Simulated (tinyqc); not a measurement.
# Coupling ratio and rate constant from the late transient

Inverse problem. Long after the knee a floating-gate cell follows U = Vg - (tox/ag) B/ln(K t). Find K and ag.

Values chosen for this exercise:
```
symbol  value  unit                 meaning
tox       9.7    nm  tunnel oxide thickness
Vg       15.4     V    control-gate voltage
```

U at t = 0.002 and 0.2 s (V): [1.3397366, 3.3862618]
B = 25.862614 V/nm

Solution. 1/(Vg - U) is linear in ln t; the ratio of the two values gives ln(K t_a), and either value gives ag.

K = 2.75e14 1/s
ag = 0.660

tinyqc, about 0.02 s, one thread, Intel Xeon 2.30GHz (shared host): `OMP_NUM_THREADS=1 python tinyqc.py 2130143 2130144 out.jsonl`
